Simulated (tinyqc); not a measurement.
Radius: cylindrical quantum wire.

A cylinder of radius R, isotropic masses, c = hbar^2/2m0, k = sqrt(mw E/c), kappa = sqrt(mb (V0 - E)/c). State (n, m) is J_m(k r) inside and K_m(kappa r) outside; psi and psi'/m are continuous: (k/mw) J_m'(kR)/J_m(kR) = (kappa/mb) K_m'(kappa R)/K_m(kappa R).

With hard walls E = c (x/R)^2/mw, x a zero of J_m: (1,0) 2.404826; (2,0) 5.520078; (1,1) 3.831706; (2,1) 7.015587; (1,2) 5.135622; (2,2) 8.417244; (1,3) 6.380162; (2,3) 9.761023.

Constants: hbar^2/2m0 = 3.80998211 eV angstrom^2.

Values chosen for the exercise (near those of an InGaAs wire in InP; shifted at random, so the results belong to these values and not to a real crystal):
- V0 = 0.258 eV (barrier height)
- mw = 0.0412 m0 (mass inside)
- mb = 0.0808 m0 (mass outside)
- Rs = (47, 66, 93, 133, 186, 266, 372) angstrom (radii)

The two lowest states against R; a dash marks an unbound state.

Levels (eV):

| R (angstrom) | (1,0) | (1,1) | (1,0), hard walls | flat well of width 2R |
|---|---|---|---|---|
| 47 | 0.0947 | 0.2335 | 0.2421 | 0.0429 |
| 66 | 0.0607 | 0.1549 | 0.1228 | 0.0269 |
| 93 | 0.0367 | 0.0939 | 0.0618 | 0.0160 |
| 133 | 0.0208 | 0.0530 | 0.0302 | 0.0090 |
| 186 | 0.0118 | 0.0299 | 0.0155 | 0.0051 |
| 266 | 0.0062 | 0.0158 | 0.0076 | 0.0027 |
| 372 | 0.0034 | 0.0085 | 0.0039 | 0.0014 |

The lowest state is bound at every radius listed. (1,1) is bound at every radius listed. At the largest radius the level is 0.87 of the hard-wall value and 2.34 times that of the flat well (the hard-wall ratio is 2.34); the exponent d ln E/d ln R between the last two radii is -1.84.

Computed by tinyqc, a small Python program: `OMP_NUM_THREADS=1 python tinyqc.py 1251551 1251552 out.jsonl` (the numbers bound the seed that draws the inputs); one thread of a shared host (Intel(R) Xeon(R) Processor @ 2.30GHz), about 0.03 s for the whole set of steps.
